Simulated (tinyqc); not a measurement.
Ionisation and resistivity against doping: donors on two lattice sites with valley-orbit split states.

Each donor binds at most one electron, in any of its states. For a site s, W_s = sum over its states of g exp(E/kT), and the ionised share is 1/(1 + W_s exp(eta)), eta = (EF - Ec)/kT; n = Nc F_1/2(eta); neutrality n + NA = ND x (mean ionised share, the two sites in equal numbers); holes are neglected. Nc from N = 2 (m kB T/(4 pi c))^(3/2) with c = hbar^2/2m0, in 1/angstrom^3; times 1e24 for 1/cm^3, m = md. F_j(eta) = (1/Gamma(j + 1)) integral_0^infinity x^j dx/(1 + exp(x - eta)), which tends to exp(eta) for eta << 0.

Mobility (Caughey-Thomas form): mu = mu0 + (mu1 (T/300)^(-ga) - mu0)/(1 + ((ND + NA)/Nr)^de); rho = 1/(e n mu), e = 1.602176634e-19 C.

Constants: hbar^2/2m0 = 3.80998211 eV angstrom^2; kB = 8.617333262e-05 eV/K.

Inputs chosen for the exercise (near those of nitrogen in 4H-SiC; shifted at random, so the results belong to these values and not to a real crystal):
- md = 0.806 m0 (density-of-states mass of the conduction band)
- E = (63.5, 56.4, 117.8, 75.1) meV (binding energies of h ground, h excited, k ground, k excited)
- g = (2, 4, 2, 4) (their degeneracies with spin)
- T = 500 K
- mu0 = 41 cm^2/(V s) (mobility at heavy doping)
- mu1 = 917 cm^2/(V s) (mobility at light doping and 300 K)
- Nr = 2.1e+17 1/cm^3 (reference doping)
- de = 0.61 (doping exponent)
- ga = 2.4 (temperature exponent)

NA = 0.

Results:
```
ND (1/cm^3)  n (1/cm^3)   n/ND  mu (cm^2/(V s))  rho (ohm cm)  rho at full ionisation
1.0e+14        1.00e+14  1.000              267           234                     234
1.0e+15        9.99e+14  0.999              261          24.0                    23.9
1.0e+16        9.90e+15  0.990              238          2.64                    2.62
3.0e+16        2.92e+16  0.972              216         0.992                   0.964
1.0e+17        9.18e+16  0.918              180         0.377                   0.346
3.0e+17        2.43e+17  0.811              143         0.180                   0.146
1.0e+18        6.29e+17  0.629              105        0.0949                  0.0597
2.0e+18        1.03e+18  0.514               87        0.0698                  0.0359
```

How do the results move, and what explains it?

From 1e16 to 1e18 1/cm^3 rho falls by a factor 27.9, not 100: the mobility takes a factor 2.28 and incomplete ionisation 1.57. n/ND is below 0.9 from 3e+17 1/cm^3 on. Near 1e19 1/cm^3 and above the levels merge with the band, and already below that screening lowers the binding energy, so the last rows understate n.

Run: tinyqc, `OMP_NUM_THREADS=1 python tinyqc.py 1651573 1651574 out.jsonl`; Intel(R) Xeon(R) Processor @ 2.30GHz, one thread, shared host; about 0.02 s of CPU time with all checks.
